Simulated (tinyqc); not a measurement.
Worked calculation: three-level Kane dispersion of a narrow-gap semiconductor. Values are carried at full precision from step to step, so a last printed digit may differ when a step is redone from the rounded ones.

Zero of energy at Gamma8, c = hbar^2/2m0, P^2 = Ep c. The free-electron term and remote bands are left out, so the heavy holes are flat at E = 0 and the other three bands obey E (E - Eg)(E + Dso) = P^2 k^2 (E + 2 Dso/3). The conduction band is the highest root; its edge is Ec = max(Eg, 0).

Constants: hbar^2/2m0 = 3.80998211 eV angstrom^2; hbar = 6.58211957e-16 eV s; e^2/(4 pi eps0) = 14.39964547 eV angstrom; muB = 5.788381798e-05 eV/T.

Inputs chosen for the exercise (near those of InSb; the results hold for these values, not for the real material):
- Eg = 0.231 eV (E(Gamma6) - E(Gamma8))
- Dso = 0.78 eV (spin-orbit splitting)
- Ep = 24 eV (Kane energy)
- k = 0.005 1/angstrom (wave vector)
- n = 1.2e+16 cm^-3 (electron density)
- eps = 15.7 (high-frequency dielectric constant)
- B = 0.6 T (magnetic field)

## The three bands at one k

Expand the equation into E^3 + a2 E^2 + a1 E + a0 = 0 and give its roots; compare with the two-level form (Dso to infinity) E = Eg/2 +/- sqrt(Eg^2/4 + (2/3) P^2 k^2).

P^2 k^2 = 0.002286 eV^2

a2, a1, a0: [0.549000, -0.182466, -0.001189]

roots (eV): [-0.7808, -0.0064, 0.2381]

two-level form (eV): [-0.0064, 0.2374]

The two-level form misses the highest root by -0.7 meV. The order is normal: Gamma6 forms the conduction band.

## Mass at the edge and limiting velocity

m0* = Eg (Eg + Dso)/(Ep (Eg + 2 Dso/3)). In the two-level form the velocity tends to v = sqrt(2/3) P/hbar, and |Eg| = 2 m v^2 with m = 3 |Eg|/(2 Ep), as for a relativistic particle. 1 angstrom = 1e-10 m.

m0* = 0.01296 m0
P = 9.5624 eV angstrom
v = 1.186e+06 m/s
k at which the linear part sets in, |Eg|/(2 hbar v) = 0.01479 1/angstrom

## Fermi level and mass at a given density

Degenerate electrons at T = 0: kF = (3 pi^2 n)^(1/3), 1 cm^-3 = 1e-24 angstrom^-3; EF is the highest root at kF. The momentum (cyclotron, optical) mass is m(E) = hbar^2 k/(dE/dk) = c d(k^2)/dE with d(k^2)/dE = k^2 [1/E + 1/(E - Eg) + 1/(E + Dso) - 1/(E + 2 Dso/3)]; the density of states is k d(k^2)/dE/(2 pi^2).

Edge mass m0* = Eg (Eg + Dso)/(Ep (Eg + 2 Dso/3)).

Compare EF - Ec with the parabolic value c kF^2/m0*.

kF = 0.00708 1/angstrom
EF - Ec = 0.0140 eV
parabolic value = 0.0148 eV
m(EF) = 0.01439 m0
m(EF)/m0* = 1.111
density of states at EF = 1.356e+18 1/(eV cm^3)

The parabola overstates EF - Ec by a factor of 1.06; (EF - Ec)/|Eg| = 0.06, and the two-level rule 1 + 2 (EF - Ec)/|Eg| = 1.121 estimates the mass ratio.

## Plasma and cyclotron energies

hbar wp = sqrt(8 pi c (e^2/4 pi eps0) n/(eps m)), hbar wc = 2 muB B/m (classical limit), with m = m(EF) and, for comparison, the edge mass; n in angstrom^-3.

hbar wp with m(EF), with m0* (meV): [8.56, 9.02]

hbar wc with m(EF), with m0* (meV): [4.83, 5.36]

hbar wc is not small against EF - Ec = 14.0 meV, so fewer than ten Landau levels are filled and the classical value is only a guide.

## Checks

- Roots of the cubic against the 8 x 8 Kane matrix without remote terms: they agree to 1e-10 or better.
- m(E) near the edge against m0*: both 0.01296.

Program tinyqc; command `OMP_NUM_THREADS=1 python tinyqc.py 1051532 1051533 out.jsonl`; about 0.01 s on one thread of a shared Intel(R) Xeon(R) Processor @ 2.30GHz.
